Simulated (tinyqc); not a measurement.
Hole subbands of a hard-walled well, four-band Luttinger model: one step. Levels and mixing. Three cases, with inputs chosen for the exercise.

Task: Diagonalise; give the four lowest hole energies and the weight of the heavy component (the first half of the basis) in each.

Give: levels; heavy weight.

Case 1.

H(k) (meV), lower triangle:
```
         h1        h2        h3       l1        l2        l3
h1  24.3336
h2        0   54.4779
h3        0         0  104.7184
l1   6.9770  -21.6197         0  52.4396
l2  21.6197    6.9770  -38.9155        0  187.5629
l3        0   38.9155    6.9770        0         0  412.7684
```

Result:

levels (meV): 19.04  31.14  73.36  90.15

heavy weight: 0.885  0.619  0.461  0.881

The most mixed of the four is number 3, with 46 % heavy character. Against 60 sines these levels lie 0.1, 0.2, 1.4 and 4.8 meV too high: the small basis lacks the higher sines, which carry the upper levels.

Case 2.

H(k) (meV), lower triangle:
```
          h1         h2         h3        l1         l2         l3
h1  203.5043
h2         0   328.2210
h3         0          0   536.0821
l1   97.7720  -185.4348          0  358.0968
l2  185.4348    97.7720  -333.7827         0  1071.9274
l3         0   333.7827    97.7720         0          0  2261.6450
```

Result:

levels (meV): 85.38  160.47  401.75  521.71

heavy weight: 0.658  0.852  0.884  0.375

The most mixed of the four is number 4, with 38 % heavy character. Against 60 sines these levels lie 1.6, 4.4, 62.4 and 62.6 meV too high: the small basis is not converged.

Case 3.

H(k) (meV), lower triangle:
```
         h1        h2        h3       l1        l2        l3
h1  67.2717
h2        0  109.7882
h3        0         0  180.6490
l1   3.7584  -14.9931         0  -2.1515
l2  14.9931    3.7584  -26.9876        0  106.9474
l3        0   26.9876    3.7584        0         0  288.7788
```

Result:

levels (meV): -4.36  61.65  102.20  109.31

heavy weight: 0.020  0.869  0.385  0.804

The most mixed of the four is number 3, with 39 % heavy character. Against 60 sines these levels lie 0.2, 0.1, 0.7 and 0.5 meV too high.

Computed by tinyqc, one run a case: `OMP_NUM_THREADS=1 python tinyqc.py N N+1 out.jsonl` with N = 1280724, 1281005, 1281007; one thread of a shared Intel(R) Xeon(R) Processor @ 2.30GHz, about 0.1 s a run at most.
